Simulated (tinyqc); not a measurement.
A chain with a side-coupled site and dephasing by Buettiker voltage probes: coherent and dephased transmission against energy.

Sites 1 to 4 form a chain with hopping -t, and site 5 hangs on site 3 by -ts. Lead L joins site 1 and lead R site 4, both semi-infinite chains with hopping -t and site energy 0. Every site carries a probe with self-energy -i Gamma_p/2 that draws no net current. Linear response at zero temperature: mu_L = 1, mu_R = 0 in units of the bias.

Sigma = t^2 g(E), g(x) = (x - i sqrt(4 t^2 - x^2))/(2 t^2) for |x| < 2 t and (x - sign(x) sqrt(x^2 - 4 t^2))/(2 t^2) otherwise; Gamma = -2 Im Sigma; G = (E - H - Sigma_L - Sigma_R + i Gamma_p/2)^(-1). With Gamma the broadening by one lead, T_RL = Gamma^2 |G_(4,1)|^2, T_pL = Gamma Gamma_p |G_(p,1)|^2, T_pR = Gamma Gamma_p |G_(p,4)|^2, T_pq = Gamma_p^2 |G_(p,q)|^2 for p != q. No current into probe p: W mu = T_pL with W_pp = T_pL + T_pR + sum_q T_pq and W_pq = -T_pq. Then T_eff = T_RL + sum_p T_pR mu_p, and the resistance is (h/2q^2)/T_eff. Without probes means Gamma_p = 0.

Values chosen for this exercise:
```
symbol,value,unit,meaning
t,1,eV,hopping (matrix element -t)
U,"[0, 0, 0, 0, -0.45]",eV,site energies 1 to N
gp,0.88,eV,probe broadening Gamma_p
ts,0.96,eV,hopping from site 3 to the side site 5
```

Coherent and dephased transmission against energy:

| E (eV) | T without probes | T_eff |
|---|---|---|
| -1.8 | 0.61989 | 0.32932 |
| -1.5 | 0.69434 | 0.37669 |
| -1.2 | 0.62900 | 0.37547 |
| -0.9 | 0.43200 | 0.34555 |
| -0.6 | 0.087947 | 0.31141 |
| -0.3 | 0.093858 | 0.31654 |
| 0 | 0.48814 | 0.36472 |
| 0.3 | 0.72141 | 0.41340 |
| 0.6 | 0.82533 | 0.44192 |
| 0.9 | 0.87253 | 0.45196 |
| 1.2 | 0.89137 | 0.44441 |
| 1.5 | 0.88681 | 0.41446 |
| 1.8 | 0.81917 | 0.34534 |

What does the table show?

Without probes T lies between 0.0879 and 0.891 in these rows, with them between 0.311 and 0.452. The probes lower it in 11 rows and raise it in 2; the largest relative gain is at E = -0.6 eV, where the coherent value is 0.0879.

tinyqc, about 0.01 s, one thread, Intel Xeon 2.30GHz (shared host): `OMP_NUM_THREADS=1 python tinyqc.py 2700042 2700043 out.jsonl`
